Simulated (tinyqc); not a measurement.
Peak against initial coverage: adsorption as a lattice gas: isotherms with interactions, competition, desorption peaks and saturation dose. Computed by tinyqc, a small Python program. Command: `OMP_NUM_THREADS=1 python tinyqc.py 3021839 3021840 out.jsonl adsorb walk`. One thread of a shared host (Intel(R) Xeon(R) Processor @ 2.30GHz), about 0.3 s of CPU time with the checks.

One adsorbate per site; a molecule needs 2 empty sites. Gas and surface have the same temperature.

Inputs (values chosen for the exercise, for a model surface): desorption energy E = 1.03 eV; prefactor nu = 1.7e+13 1/s; pair energy w (positive repels) = 0.041 eV; neighbours z = 3; heating rate beta = 4.4 K/s.

Adsorption: dissociative (second order).

Constants: k_B = 8.617333262e-05 eV/K.

Method. Heating at the rate beta: d theta/dT = -(nu/beta) theta^2 exp(-[E - 2 z w theta]/(k_B T)). Integrated numerically (relative tolerance 1e-9); T_p is the maximum of the rate.

Peak temperatures (K):
```
theta_0   w = 0  with w
0.1      406.98  398.94
0.3      393.22  369.52
0.5      387.12  347.59
0.7      383.20  327.57
0.9      380.33  308.32
```

What does the comparison show, and why?

Without interaction the peak moves down by 26.7 K, the mark of second order; with w it moves by -90.6 K.

Extremes, crossings and ranges named in words are read from the listed rows.
